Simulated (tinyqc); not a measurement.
Worked calculation: coupled-perturbed Hartree-Fock on RHF in the sto-3g basis, for BeH2, spin multiplicity 1. One step of it, computed by the program tinyqc.

Question. Integrals over molecular orbitals. (pq|rs) = sum C_ip C_jq C_kr C_ls (ij|kl), one index at a time.

coefficients C:
```
               MO1        MO2        MO3        MO4       MO5        MO6        MO7
1Be 1s    0.991915  -0.210744   0.000000   0.073674  0.000000  -0.217358   0.000000
1Be 2s    0.030781   0.619874   0.000000  -0.304030  0.000000   0.970351   0.000000
1Be 2px   0.000000   0.000000   0.000000   0.000000  1.000000   0.000000   0.000000
1Be 2py   0.000000   0.000000   0.494628   0.000000  0.000000   0.000000   1.161579
1Be 2pz  -0.000118   0.026603   0.000000   0.946999  0.000000   0.331154   0.000000
2H 1s    -0.003838   0.391937   0.439452   0.158874  0.000000  -0.693672  -0.782633
3H 1s    -0.003838   0.391937  -0.439452   0.158874  0.000000  -0.693672   0.782633
```

core Hamiltonian H = T + V (hartree):
```
            1Be 1s     1Be 2s    1Be 2px    1Be 2py    1Be 2pz      2H 1s      3H 1s
1Be 1s   -8.514857  -2.100358   0.000000   0.000000  -0.002919  -0.299251  -0.299251
1Be 2s   -2.100358  -2.731875   0.000000   0.000000  -0.027802  -0.891626  -0.891626
1Be 2px   0.000000   0.000000  -2.207283   0.000000   0.000000   0.000000   0.000000
1Be 2py   0.000000   0.000000   0.000000  -2.374267   0.000000  -1.002089   1.002089
1Be 2pz  -0.002919  -0.027802   0.000000   0.000000  -2.209746  -0.123786  -0.123786
2H 1s    -0.299251  -0.891626   0.000000  -1.002089  -0.123786  -1.922280  -0.039096
3H 1s    -0.299251  -0.891626   0.000000   1.002089  -0.123786  -0.039096  -1.922280
```

Two-electron integrals (ij|kl) in chemists' order, unique and non-zero (hartree):
```
(11|11) 2.298831    (21|11) 0.392036    (21|21) 0.079539    (22|11) 0.570988
(22|21) 0.143041    (22|22) 0.417683    (31|31) 0.014607    (32|31) 0.021888
(32|32) 0.092265    (33|11) 0.569578    (33|21) 0.143083    (33|22) 0.417589
(33|33) 0.449859    (41|41) 0.014607    (42|41) 0.021888    (42|42) 0.092265
(43|43) 0.024249    (44|11) 0.569578    (44|21) 0.143083    (44|22) 0.417589
(44|33) 0.401360    (44|44) 0.449859    (51|51) 0.014607    (52|51) 0.021888
(52|52) 0.092265    (53|53) 0.024249    (54|54) 0.024249    (55|11) 0.569578
(55|21) 0.143083    (55|22) 0.417589    (55|33) 0.401360    (55|44) 0.401360
(55|55) 0.449859    (61|11) 0.054353    (61|21) 0.011021    (61|22) 0.019996
(61|33) 0.019863    (61|41) 0.000963    (61|42) 0.001824    (61|44) 0.020267
(61|51) 0.000117    (61|52) 0.000222    (61|54) 0.000049    (61|55) 0.019869
(61|61) 0.001600    (62|11) 0.152415    (62|21) 0.038851    (62|22) 0.126409
(62|33) 0.121379    (62|41) 0.004998    (62|42) 0.032599    (62|44) 0.136134
(62|51) 0.000607    (62|52) 0.003959    (62|54) 0.001792    (62|55) 0.121596
(62|61) 0.005956    (62|62) 0.060815    (63|31) 0.003281    (63|32) 0.016024
(63|43) 0.005412    (63|53) 0.000657    (63|63) 0.005043    (64|11) 0.170363
(64|21) 0.043902    (64|22) 0.149457    (64|33) 0.140669    (64|41) 0.007988
(64|42) 0.050169    (64|44) 0.166656    (64|51) 0.000572    (64|52) 0.004147
(64|54) 0.002499    (64|55) 0.140893    (64|61) 0.006978    (64|62) 0.081142
(64|64) 0.110979    (65|11) 0.020691    (65|21) 0.005332    (65|22) 0.018152
(65|33) 0.017085    (65|41) 0.000572    (65|42) 0.004147    (65|44) 0.018927
(65|51) 0.003351    (65|52) 0.016528    (65|54) 0.005636    (65|55) 0.018427
(65|61) 0.000848    (65|62) 0.009855    (65|64) 0.012866    (65|65) 0.006606
(66|11) 0.322987    (66|21) 0.083695    (66|22) 0.306415    (66|33) 0.284887
(66|41) 0.011647    (66|42) 0.101039    (66|44) 0.348226    (66|51) 0.001415
(66|52) 0.012272    (66|54) 0.007693    (66|55) 0.285821    (66|61) 0.013039
(66|62) 0.193450    (66|64) 0.272176    (66|65) 0.033057    (66|66) 0.774606
(71|11) 0.054353    (71|21) 0.011021    (71|22) 0.019996    (71|33) 0.019863
(71|41) -0.000963   (71|42) -0.001824   (71|44) 0.020267    (71|51) 0.000117
(71|52) 0.000222    (71|54) -0.000049   (71|55) 0.019869    (71|61) 0.001464
(71|62) 0.005039    (71|64) 0.005527    (71|65) 0.000726    (71|66) 0.010802
(71|71) 0.001600    (72|11) 0.152415    (72|21) 0.038851    (72|22) 0.126409
(72|33) 0.121379    (72|41) -0.004998   (72|42) -0.032599   (72|44) 0.136134
(72|51) 0.000607    (72|52) 0.003959    (72|54) -0.001792   (72|55) 0.121596
(72|61) 0.005039    (72|62) 0.029439    (72|64) 0.032357    (72|65) 0.004734
(72|66) 0.068457    (72|71) 0.005956    (72|72) 0.060815    (73|31) 0.003281
(73|32) 0.016024    (73|43) -0.005412   (73|53) 0.000657    (73|63) 0.001828
(73|73) 0.005043    (74|11) -0.170363   (74|21) -0.043902   (74|22) -0.149457
(74|33) -0.140669   (74|41) 0.007988    (74|42) 0.050169    (74|44) -0.166656
(74|51) -0.000572   (74|52) -0.004147   (74|54) 0.002499    (74|55) -0.140893
(74|61) -0.005527   (74|62) -0.032357   (74|64) -0.034860   (74|65) -0.005133
(74|66) -0.075332   (74|71) -0.006978   (74|72) -0.081142   (74|74) 0.110979
(75|11) 0.020691    (75|21) 0.005332    (75|22) 0.018152    (75|33) 0.017085
(75|41) -0.000572   (75|42) -0.004147   (75|44) 0.018927    (75|51) 0.003351
(75|52) 0.016528    (75|54) -0.005636   (75|55) 0.018427    (75|61) 0.000726
(75|62) 0.004734    (75|64) 0.005133    (75|65) 0.002573    (75|66) 0.011188
(75|71) 0.000848    (75|72) 0.009855    (75|74) -0.012866   (75|75) 0.006606
(76|11) 0.006545    (76|21) 0.001622    (76|22) 0.004637    (76|33) 0.004572
(76|44) 0.004739    (76|51) 0.000055    (76|52) 0.000275    (76|55) 0.004596
(76|61) 0.000228    (76|62) 0.001449    (76|64) 0.001731    (76|65) 0.000258
(76|66) 0.003600    (76|71) 0.000228    (76|72) 0.001449    (76|74) -0.001731
(76|75) 0.000258    (76|76) 0.000053    (77|11) 0.322987    (77|21) 0.083695
(77|22) 0.306415    (77|33) 0.284887    (77|41) -0.011647   (77|42) -0.101039
(77|44) 0.348226    (77|51) 0.001415    (77|52) 0.012272    (77|54) -0.007693
(77|55) 0.285821    (77|61) 0.010802    (77|62) 0.068457    (77|64) 0.075332
(77|65) 0.011188    (77|66) 0.163122    (77|71) 0.013039    (77|72) 0.193450
(77|74) -0.272176   (77|75) 0.033057    (77|76) 0.003600    (77|77) 0.774606
```

Give: one-electron integrals over orbitals h = C^T H C; Two-electron integrals over orbitals.

Answer.

one-electron integrals over orbitals h = C^T H C (hartree):
```
         1        2        3        4        5        6        7
1  -8.5036   0.2054   0.0000  -0.0730   0.0000   0.1914   0.0000
2   0.2054  -2.2569   0.0000   0.0478   0.0000  -0.2554   0.0000
3   0.0000   0.0000  -2.1795   0.0000   0.0000   0.0000  -0.3160
4  -0.0730   0.0478   0.0000  -2.1860   0.0000  -0.0797   0.0000
5   0.0000   0.0000   0.0000   0.0000  -2.2073   0.0000   0.0000
6   0.1914  -0.2554   0.0000  -0.0797   0.0000  -1.9020   0.0000
7   0.0000   0.0000  -0.3160   0.0000   0.0000   0.0000  -1.8665
```

Two-electron integrals over orbitals (pq|rs), unique and non-zero (hartree):
```
(11|11) 2.2721      (21|11) -0.1851     (21|21) 0.0233      (22|11) 0.4514
(22|21) -0.0055     (22|22) 0.3687      (31|31) 0.0049      (32|31) 0.0103
(32|32) 0.1562      (33|11) 0.4096      (33|21) -0.0022     (33|22) 0.3792
(33|33) 0.4023      (41|11) 0.0630      (41|21) -0.0075     (41|22) 0.0038
(41|33) 0.0021      (41|41) 0.0170      (42|11) -0.0361     (42|21) 0.0022
(42|22) 0.0102      (42|33) 0.0147      (42|41) 0.0130      (42|42) 0.0487
(43|31) -2.80e-04   (43|32) 0.0228      (43|43) 0.0171      (44|11) 0.5603
(44|21) -0.0074     (44|22) 0.3467      (44|33) 0.3293      (44|41) -0.0071
(44|42) -0.0416     (44|44) 0.4526      (51|51) 0.0157      (52|51) 0.0149
(52|52) 0.0470      (53|53) 0.0119      (54|51) -0.0051     (54|52) -0.0139
(54|54) 0.0272      (55|11) 0.5692      (55|21) -0.0071     (55|22) 0.3497
(55|33) 0.3288      (55|41) 0.0021      (55|42) -0.0181     (55|44) 0.3976
(55|55) 0.4499      (61|11) -0.1828     (61|21) 0.0236      (61|22) -0.0049
(61|33) -0.0022     (61|41) -0.0033     (61|42) 0.0059      (61|44) -0.0086
(61|55) -0.0055     (61|61) 0.0253      (62|11) 0.1373      (62|21) -0.0055
(62|22) -0.0097     (62|33) -0.0374     (62|41) 0.0059      (62|42) -0.0085
(62|44) 0.0555      (62|55) 0.0690      (62|61) -0.0035     (62|62) 0.0830
(63|31) -1.27e-04   (63|32) -0.0889     (63|43) -0.0193     (63|63) 0.0840
(64|11) 0.0316      (64|21) 3.17e-04    (64|22) 0.0013      (64|33) -0.0087
(64|41) 0.0121      (64|42) 0.0293      (64|44) 0.0018      (64|55) 0.0140
(64|61) 0.0042      (64|62) 0.0336      (64|64) 0.0396      (65|51) 0.0152
(65|52) 0.0442      (65|54) -0.0080     (65|65) 0.0458      (66|11) 0.4634
(66|21) -0.0063     (66|22) 0.3740      (66|33) 0.3815      (66|41) 0.0116
(66|42) 0.0334      (66|44) 0.3388      (66|55) 0.3518      (66|61) -0.0030
(66|62) -0.0115     (66|64) 0.0179      (66|66) 0.4040      (71|31) 0.0091
(71|32) 0.0167      (71|43) -0.0008     (71|63) 4.76e-04    (71|71) 0.0173
(72|31) 0.0047      (72|32) -0.0381     (72|43) -0.0180     (72|63) 0.0608
(72|71) 0.0085      (72|72) 0.0574      (73|11) 0.1514      (73|21) -0.0038
(73|22) 0.0014      (73|33) -0.0186     (73|41) 2.81e-04    (73|42) -0.0248
(73|44) 0.0687      (73|55) 0.0725      (73|61) -0.0036     (73|62) 0.0766
(73|64) 0.0196      (73|66) -0.0168     (73|73) 0.0888      (74|31) -0.0033
(74|32) -0.0397     (74|43) 0.0069      (74|63) 0.0253      (74|71) -0.0057
(74|72) 0.0080      (74|74) 0.0274      (75|53) 0.0131      (75|75) 0.0170
(76|31) 0.0089      (76|32) 0.1323      (76|43) 0.0243      (76|63) -0.0844
(76|71) 0.0148      (76|72) -0.0446     (76|74) -0.0328     (76|76) 0.1248
(77|11) 0.5362      (77|21) -0.0071     (77|22) 0.3922      (77|33) 0.4072
(77|41) 0.0020      (77|42) 0.0025      (77|44) 0.3755      (77|55) 0.3734
(77|61) -0.0069     (77|62) -0.0143     (77|64) -0.0067     (77|66) 0.4008
(77|73) 0.0068      (77|77) 0.4436
```
